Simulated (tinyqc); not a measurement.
# Changing the diffusion length L

Model: surface photovoltage measurement of the minority-carrier diffusion length in a wafer. Computed by tinyqc, a small Python program. Command: `OMP_NUM_THREADS=1 python tinyqc.py 3130019 3130020 out.jsonl spv sweep`. One thread of a shared host (Intel(R) Xeon(R) Processor @ 2.30GHz), about 0.03 s of CPU time with the checks.

Low injection, steady light, a depletion layer much thinner than 1/alpha and L. The excess density dn is taken at the front edge of the neutral region; light that reaches the back is lost.

Inputs (values chosen for the exercise, modelled on p-type silicon at room temperature):
```
quantity                                             value        unit
wafer thickness W                                      775  micrometre
diffusivity D                                         26.5      cm^2/s
front recombination velocity S_f                      8100        cm/s
back recombination velocity S_b                     140000        cm/s
photon flux entering                               2.6e+11  1/(cm^2 s)
minority density at the surface barrier scale n_0  1.4e+10      1/cm^3
temperature T                                          298           K
wavelength                                             930          nm
relative noise of each reading                         0.5           %
```

normal deviates g for the noise: 0.05  -0.09  -0.99  0.41  0.03  0.88  -0.46

Constants: k_B = 8.617333262e-05 eV/K.

Method:
- alpha = (84.732/lambda - 76.417)^2 per cm with lambda in micrometre (an empirical fit for silicon between 0.7 and 1.05 micrometre).
- Thick wafer: dn = Phi L/((S_f + D/L)(L + 1/alpha)). Finite wafer, with s = S_b L/D, w = W/L, a = alpha L: dn = [Phi a/(a^2 - 1)] [a - B - exp(-alpha W)(a - s)/(cosh w + s sinh w)]/(S_f + B D/L), B = (sinh w + s cosh w)/(cosh w + s sinh w).
- Photovoltage V = (k_B T/e) ln(1 + dn/n_0). Lifetime = L^2/D.
- Readings y = (Phi/dn) (1 + noise x g) at 780, 830, 880, 920, 950, 975 and 995 nm; a least-squares line y = c (1/alpha + L_app) gives L_app = intercept/slope.

One run for each value; columns: (1) diffusion length L (micrometre); (2) apparent length L_app (micrometre); (3) error of L_app (rounded to 0.001) (%); (4) dn, finite wafer (1/cm^3); (5) B:
```
(1)      (2)          (3)         (4)     (5)
8       8.03   4.0900e-01  9.2879e+05  1.0000
15     15.03   2.0200e-01  2.4682e+06  1.0000
29     29.02   7.9000e-02  5.8071e+06  1.0000
54     54.00   2.0000e-03  1.0759e+07  1.0000
100    99.93  -7.1000e-02  1.6529e+07  1.0000
190   189.15  -4.4800e-01  2.2010e+07  1.0006
370   345.81  -6.5370e+00  2.6031e+07  1.0305
700   503.37  -2.8090e+01  2.7961e+07  1.2438
1300  589.55  -5.4650e+01  2.8653e+07  1.8679
2500  622.94  -7.5082e+01  2.8879e+07  3.3209
```

Describe the trends.

Over the rows, apparent length L_app (micrometre) rises from 8.03 to 623 (exponent d ln y / d ln x 1.00 between the first rows and 0.084 between the last); error of L_app (rounded to 0.001) (%) falls from 0.409 to -75.1; dn, finite wafer (1/cm^3) rises from 929000 to 2.89e7 (exponent d ln y / d ln x 1.6 between the first rows and 0.012 between the last).

Extremes, crossings and ranges named in words are read from the listed rows.
